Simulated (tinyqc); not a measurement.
Composition and strain of an epitaxial Si(1-x)Ge(x) layer from Raman and X-ray peaks: one step, computed by the program tinyqc.

A (001) layer, biaxially strained in the plane. The Raman peaks follow empirical lines omega = w0 + c1 x + c3 x^3 + b eps (c3 for Si-Ge alone), with eps the in-plane strain.

Task: Raman peaks. Insert x and eps in the three lines; the strain part is b eps.

Inputs (values chosen for the exercise, modelled on silicon-germanium):
```
quantity                     value  unit
Ge fraction x                  0.8     -
Si-Si: w0                    521.1  1/cm
Si-Si: c1                      -68  1/cm
Si-Si: strain coefficient b   -697  1/cm
Si-Ge: w0                    400.1  1/cm
Si-Ge: c1                     25.1  1/cm
Si-Ge: c3                    -35.4  1/cm
Si-Ge: strain coefficient b   -557  1/cm
Ge-Ge: w0                    280.4  1/cm
Ge-Ge: c1                       19  1/cm
Ge-Ge: strain coefficient b   -424  1/cm
```

Substrate: relaxed alloy buffer.

in-plane strain eps = -6.396346 per mille

Give: Si-Si peak; Si-Ge peak; Ge-Ge peak; strain parts.

Result:

Si-Si peak = 471.16 1/cm

Si-Ge peak = 405.62 1/cm

Ge-Ge peak = 298.31 1/cm

strain parts (1/cm): Si-Si 4.4583, Si-Ge 3.5628, Ge-Ge 2.7121

Read as unstrained, the Si-Si peak would give x = 0.734 in place of 0.8.
